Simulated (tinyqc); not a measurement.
Inside a calculation. Model: Deal-Grove kinetics of thermal oxidation of silicon. Computed by tinyqc, a small Python program that keeps every step. Command: `OMP_NUM_THREADS=1 python tinyqc.py 3030622 3030623 out.jsonl oxide walk`. One thread of a shared host (Intel(R) Xeon(R) Processor @ 2.30GHz), about 0.03 s of CPU time with the checks. Intermediate numbers are printed to about 5 digits and carried at full precision; extremes and crossings named in words are read from the listed rows.

Oxidant diffuses through the oxide and reacts at the interface, so that dx/dt = B/(A + 2x) for the oxide thickness x.

Inputs (values chosen for the exercise, close to those used for silicon):

| quantity | value | unit |
|---|---|---|
| prefactor B0 | 429 | um^2/h |
| activation energy E_B | 0.79 | eV |
| prefactor (B/A)0 | 8.79e+07 | um/h |
| activation energy E_A | 2.03 | eV |
| temperature T | 1025 | C |
| oxidant pressure p | 0.1 | atm |
| pressure exponent m of B/A | 1 | - |
| initial oxide x_i | 0.01 | um |
| time t | 0.24 | h |
| temperature of step 2, T2 | 800 | C |
| time of step 2, t2 | 2.1 | h |

Ambient: steam. Surface: (100). Extension: second step.

Constants: k_B = 8.617333262e-05 eV/K.

## Rate constants

B = B0 p exp(-E_B/(k_B T)), B/A = (B/A)0 p^m exp(-E_A/(k_B T)), p in atm; A = B/(B/A). Temperatures in kelvin are T(C) + 273.15.

parabolic constant B = 0.036767 um^2/h

linear constant B/A = 0.11560 um/h

length A = 0.31805 um

Reaction at the interface limits growth while x is well below A/2 = 0.159 um, diffusion once x is well above it.

## Thickness after the oxidation

tau = (x_i^2 + A x_i)/B and x = (A/2) [sqrt(1 + 4 B (t + tau)/A^2) - 1], the root of x^2 + A x = B (t + tau). Silicon consumed is 0.44 times the oxide grown; the rate is B/(A + 2x).

tau = 0.089223 h

oxide thickness x = 0.034349 um

silicon consumed = 0.010714 um

final growth rate = 0.095068 um/h

2x/A = 0.216: the interface reaction limits the rate.

## Full law against its linear and parabolic limits

Linear limit x = (B/A)(t + tau); parabolic limit x = sqrt(B (t + tau)).

Thickness (um):

| t (h) | full | linear limit | parabolic limit | 2x/A |
|---|---|---|---|---|
| 0.05 | 0.01535 | 0.0161 | 0.0715 | 0.0965 |
| 0.1 | 0.02055 | 0.0219 | 0.0834 | 0.1292 |
| 0.25 | 0.03530 | 0.0392 | 0.1117 | 0.2220 |
| 0.5 | 0.05766 | 0.0681 | 0.1472 | 0.3626 |
| 1 | 0.09659 | 0.1259 | 0.2001 | 0.6074 |
| 2 | 0.16051 | 0.2415 | 0.2772 | 1.0094 |
| 4 | 0.26007 | 0.4727 | 0.3877 | 1.6354 |
| 8 | 0.40905 | 0.9351 | 0.5454 | 2.5722 |
| 16 | 0.62637 | 1.8599 | 0.7691 | 3.9388 |
| 32 | 0.93875 | 3.7096 | 1.0862 | 5.9032 |

Both limits lie above the full result, since each drops one resistance. The linear law overshoots by 4.8 % in the first row and 300 % in the last, the parabolic law by 370 % and 16 %. The better limit switches between 2 and 4 h; both give the same value where B (t + tau) = A^2, at 2x/A = sqrt5 - 1 = 1.24.

## A second oxidation in the same ambient

Step 2 starts from the thickness x of step 1, with B and A at T2: tau2 = (x^2 + A2 x)/B2 and x2 = (A2/2) [sqrt(1 + 4 B2 (t2 + tau2)/A2^2) - 1].

B2 = 0.0083641 um^2/h

A2 = 3.2495 um

tau2 = 13.486 h

thickness after both steps x2 = 0.039634 um

## Two steps, the one at T2 first

First t2 at T2 from x_i, then t at T from the thickness reached.

thickness after t2 at T2 = 0.015364 um

final thickness in this order = 0.039055 um

The order changes the result by -1.5 %: ending with the larger A gives the thicker film, since A differs between the steps and the times are not simply additive.

Checks made by the program: closed form against Runge-Kutta integration of dx/dt (relative difference below 1e-10).
